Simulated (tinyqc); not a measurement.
Input admittance of a MOSFET at zero drain bias: distributed channel and distributed gate: one step of the calculation.

Source and drain grounded, strong inversion, w = 2 pi f, Cox = eps0 eox/tox. The channel is an RC line of resistance 1/(mu Cox Vo) per square fed from both ends, so one finger has the intrinsic admittance y = i w Cox L tanh(g)/g per width, g = (1/2) sqrt(i w tau), tau = L^2/(mu Vo). The vertical resistance rv/L is in series with y, the overlaps 2 i w Cov in parallel: y_t = 1/(1/y + rv/L) + 2 i w Cov. The gate strip is a line of Rsh/L per length loaded by y_t, so a finger has Y = y_t Wf tanh(k)/k, k = (Wf/sd) sqrt(y_t Rsh/L); the device has Nf Y.

Problem. Admittance of the channel and stack per width. tau, g, c = Cox L, y and y_t as defined.

Parameters, values chosen for the exercise; values of the order met in silicon radio-frequency transistors:
```
symbol  value        unit                                                                 meaning
eox      24.3              relative permittivity of the gate insulator (close to zirconium oxide)
tox        15          nm                                                     insulator thickness
L         1.2          um                                                          channel length
mu        330  cm^2/(V s)                                                        channel mobility
Vo       0.53           V                                                          gate overdrive
rv          2    ohm um^2                                  vertical resistivity of the gate stack
Cov      0.32       fF/um                             overlap and fringe capacitance on each side
f         3.2         GHz                                                               frequency
```

Constants: eps0 = 8.8541878128e-14 F/cm where lengths are in cm. Results are converted to the units shown.

Give: tau; g; c; y; y_t.

Solution.

tau = 82.33 ps
g = 0.4549+0.4549i
c = 17.21 fF/um
y = 46.5+338.4i uS/um
y_t = 46.6+351.2i uS/um

w tau = 1.66, and Im y is 0.978 of w c.

Computed by the program tinyqc: `OMP_NUM_THREADS=1 python tinyqc.py 2262039 2262040 out.jsonl`, one thread of a shared Intel Xeon 2.30GHz, about 0.01 s for the whole run.
